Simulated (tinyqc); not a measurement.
Ground and coupling capacitance from two measurements.

Question. A line has Cg to the planes and Cc to each of two neighbours. Find Cg, Cc, the load when both neighbours switch in antiphase, and the pulse on the line when it floats and both neighbours swing by Vx.

Parameters, values chosen for the exercise: swing Vx = 0.8 V.

capacitance with neighbours driven alike and with neighbours grounded (aF/um): [30, 132]

Answer. Driven alike, Cc carries no charge, which leaves Cg; grounded neighbours give Cg + 2 Cc, antiphase Cg + 4 Cc; a floating line divides the swing as 2 Cc/(Cg + 2 Cc).

Cg = 30.0 aF/um
Cc = 51.0 aF/um
load in antiphase = 234 aF/um
pulse = 0.618 V

Numbers from tinyqc (`OMP_NUM_THREADS=1 python tinyqc.py 2790169 2790170 out.jsonl`; about 1 s on one thread of a shared Intel Xeon 2.30GHz).
